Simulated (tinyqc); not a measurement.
Ballistic Schottky-barrier transistor with a one-dimensional channel, WKB contacts: two steps of the calculation.

Source Fermi level 0, drain Fermi level -Vd. Far from the contacts Ec = pn - psi, and the gate moves psi one to one; the band edges relax as exp(-x/lam) from pn at the source and pn - Vd at the drain; Ev = Ec - Eg. A carrier of energy w inside the channel band meets at a contact a barrier of height D (the contact edge beyond the channel edge): T = 1 for w >= D, else exp(-S), S = 4 lam sqrt(m/C) [sqrt(D - w) - sqrt(w) arctan sqrt((D - w)/w)], C = hbar^2/(2 m0). The two contacts combine as Ts Td/(Ts + Td - Ts Td).

Values chosen for this exercise; channel values close to those of a germanium nanowire: temperature T = 350 K; barrier for electrons at both contacts pn = 0.59 eV; electron mass mn = 0.12 m0; valleys or subbands g = 2; screening length at the contacts lam = 1.6 nm; drain bias Vd = 0.5 V; band shift psi of the channel by the gate ps = 0.74 V; energy of one carrier inside the channel band w0 = 0.16 eV; upper end of the grid wm = 0.95 eV; points of the grid nE = 17.

Constants: q = 1.602176634e-19 C, kB = 1.380649e-23 J/K, hbar = 1.054571817e-34 J s, h = 6.62607015e-34 J s, m0 = 9.1093837015e-31 kg, Vt = kB T/q, hbar^2/(2 m0) = 0.0380998212 eV nm^2. Results are converted to the units shown.

Task 1. Transmission of one of the electrons. S and T at both contacts for w = w0, and the tunnelling distance lam ln(D/w) at the higher barrier.

D for electrons (eV): source 0.74000000, drain 0.24000000

Wanted: S at the source; S at the drain; combined T; tunnelling distance.

Result 1.

S at the source = 3.711
S at the drain = 0.4163
combined T = 0.02415
tunnelling distance = 2.450 nm

Task 2. Current of the electrons on a coarse grid. I = g (2 q^2/h) int T(w) [f(Es + w) - f(Ed + w)] dw, f(y) = 1/(1 + exp(y/Vt)). Electrons: Ds = psi, Dd = psi - Vd, Es = Ec, Ed = Ec + Vd. Holes: Ds = -psi, Dd = Vd - psi, Es = -Ev, Ed = -Ev - Vd. The size of each current is taken; both flow from drain to source and add. Simpson's rule on nE equally spaced w from 0 to wm.

Wanted: w; Ts; Td; T; size of the supply difference; current.

Result 2.

```
point	w (eV)	Ts	Td	T	size of the supply difference
0	0.0000	5.710e-5	0.003832	5.627e-5	0.9931
1	0.0594	0.002974	0.1465	0.002923	0.9528
2	0.1187	0.01206	0.4229	0.01187	0.7381
3	0.1781	0.03199	0.7616	0.03168	0.2824
4	0.2375	0.06785	0.9980	0.06784	0.05210
5	0.2969	0.1243	1.000	0.1243	0.007617
6	0.3563	0.2048	1.000	0.2048	0.001071
7	0.4156	0.3102	1.000	0.3102	1.497e-4
8	0.4750	0.4382	1.000	0.4382	2.090e-5
9	0.5344	0.5825	1.000	0.5825	2.919e-6
10	0.5938	0.7322	1.000	0.7322	4.076e-7
11	0.6531	0.8714	1.000	0.8714	5.693e-8
12	0.7125	0.9766	1.000	0.9766	7.950e-9
13	0.7719	1.000	1.000	1.000	1.110e-9
14	0.8313	1.000	1.000	1.000	1.550e-10
15	0.8906	1.000	1.000	1.000	2.165e-11
16	0.9500	1.000	1.000	1.000	3.023e-12
```

current = 0.2331 uA

Range of the model: No scattering, image-force lowering, channel charge or band-to-band tunnelling; parabolic kappa overstates S deep in the gap.

Computed by the program tinyqc: `OMP_NUM_THREADS=1 python tinyqc.py 2390039 2390040 out.jsonl`, one thread of a shared Intel Xeon 2.30GHz, about 0.04 s for the whole run.
